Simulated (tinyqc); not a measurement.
Bias-temperature instability from a Gaussian distribution of capture and emission barriers: one step, computed by the program tinyqc.

Each trap has a capture time tau_0 exp(E_c/(k_B T)) under stress and an emission time tau_0 exp(E_e/(k_B T)) after it. E_c is Gaussian, and E_e = E_c + d with d Gaussian and independent. A trap counts as filled once t_s exceeds its capture time and as emptied once t_r exceeds its emission time.

Problem. Lifetime. Demarcation energies E_s = k_B T ln(t_s/tau_0), E_r = k_B T ln(t_r/tau_0); mean barrier mu = mu_c - k_F F; z = (E_s - mu)/sigma_c; Phi is the standard normal distribution. Temperatures in kelvin are T(C) + 273.15. Solve V_max Phi(z) = criterion for t_s; the power-law extrapolation from the stress point is t_s (criterion/dV0)^(1/n); 1 year = 3.15576e7 s.

Inputs (values chosen for the exercise, for a model p-channel transistor): shift with all traps filled V_max = 86 mV; spread of capture barriers sigma_c = 0.37 eV; time constant tau_0 = 1e-09 s; temperature T = 175 C; stress time t_s = 600 s; failure criterion = 50 mV.

mean barrier mu = 1.0898 eV

shift without recovery dV0 = 39.07175 mV

time exponent n = 0.09105024

Constants: k_B = 8.617333262e-05 eV/K.

Give: log10 of the lifetime in s; log10 of the power-law estimate in s.

Solution.

log10 of the lifetime in s = 4.1105

log10 of the power-law estimate in s = 3.9545

The power law gives a time shorter by 0.16 decades, since n falls as traps fill; ten years is log10 = 8.50.
